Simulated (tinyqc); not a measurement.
One-dimensional ballistic tunnel FET, two-band WKB: one step of the calculation.

A p-type source for x < 0 with its Fermi level at 0 and its valence edge at ds; in the channel the bands fall as D exp(-x/lam) towards their flat values, with the conduction edge at Ec = ds - dP and D = dP + Eg. The gate moves dP one to one. The drain Fermi level lies at -Vd and the drain side reflects nothing. For w = E - Ec between 0 and dP an electron crosses the gap. Two-band dispersion with equal masses m: inside the gap kappa = sqrt(m u (1 - u/Eg)/C), u the distance from a band edge, C = hbar^2/(2 m0).

Question. The exponent in closed form. S(w) = 2 lam int_0^Eg kappa(u) du/(w + Eg - u) = 2 pi lam sqrt(m/(C Eg)) [w + Eg/2 - sqrt(w (w + Eg))], T(w) = exp(-S). The common triangular estimate is S = (4/3) lam sqrt(m/C) Eg^1.5/(dP + Eg) for all w.

Parameters, values chosen for the exercise; band and dielectric values close to those of indium phosphide: band gap Eg = 1.32 eV; band-edge mass of the two-band model m = 0.084 m0; screening length of the source junction lam = 2.9 nm; tunnelling window Ev(source) - Ec(channel) dP = 0.26 eV; energy above the channel conduction edge w0 = 0.2 eV.

Constants: q = 1.602176634e-19 C, hbar = 1.054571817e-34 J s, m0 = 9.1093837015e-31 kg, hbar^2/(2 m0) = 0.0380998212 eV nm^2. Results are converted to the units shown.

Give: S(w0); T(w0); triangular S.

Answer.

S(w0) = 7.268
T(w0) = 6.975e-4
triangular S = 5.511

Program tinyqc, `OMP_NUM_THREADS=1 python tinyqc.py 2620111 2620112 out.jsonl`; Intel Xeon 2.30GHz, shared host, one thread, about 0.02 s.
